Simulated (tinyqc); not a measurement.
# From one set of inputs to another, one input at a time

Model: vibrations of a mass or spring defect in a linear chain. Computed by tinyqc, a small Python program. Command: `OMP_NUM_THREADS=1 python tinyqc.py 3002580 3002581 out.jsonl localmode ladder`. One thread of a shared host (Intel(R) Xeon(R) Processor @ 2.30GHz), about 0.02 s of CPU time with the checks.

A ring of N atoms with nearest-neighbour springs k and motion along the chain. Atom 1 is the defect, of mass M', and its two springs are k'. All other atoms have the mass M.

The inputs printed are set A. Inputs not listed in the table keep their values of set A, so the rows need not describe a real material.

Inputs (values chosen for the exercise, for a model chain):
```
quantity,value,unit
spring constant k,5.55,eV/angstrom^2
host mass M,19.6,u
defect mass M',7.89,u
spring ratio k'/k at the defect,1,-
```

Host: monatomic.

Constants: nu for 1 eV/(angstrom^2 u) = 15.6333042 THz.

Method:
- Host band: lambda from 0 to 4k/M.
- nu = 15.6333042 THz x sqrt(lambda), lambda in eV/(angstrom^2 u).
- D_ii = (sum of the two springs at i)/M_i, D_ij = -k_ij/sqrt(M_i M_j) for neighbours, closed into a ring.
- The same matrix for 120 atoms; amplitudes are the mass-weighted eigenvector, in size, relative to the defect, for the highest mode; its weight is the squared component of the normalised eigenvector on the defect.

Each row keeps all changes above it:
```
input moved,from,to,"highest frequency, long ring (THz)",weight of the highest mode on the defect,ratio to the top of the host band
set A,-,-,20.75,0.7480,1.247
host mass M (u),19.6,99.9,18.92,0.9589,2.567
spring constant k (eV/angstrom^2),5.55,6.75,20.87,0.9589,2.567
defect mass M' (u),7.89,13.4,16.25,0.9281,1.999
```

Highest frequency, long ring goes from 20.7 to 16.2, a factor 0.783 in all. The largest single move comes from defect mass M' (a factor 0.779), and spring constant k works against it (a factor 1.10). Weight of the highest mode on the defect goes from 0.748 to 0.928, a factor 1.24 in all. The largest single move comes from host mass M (a factor 1.28), and defect mass M' works against it (a factor 0.968). Ratio to the top of the host band goes from 1.25 to 2.00, a factor 1.60 in all. The largest single move comes from host mass M (a factor 2.06), and defect mass M' works against it (a factor 0.779). The single moves hold for this order of the switches; the total does not depend on the order.

Extremes, crossings and ranges named in words are read from the listed rows.
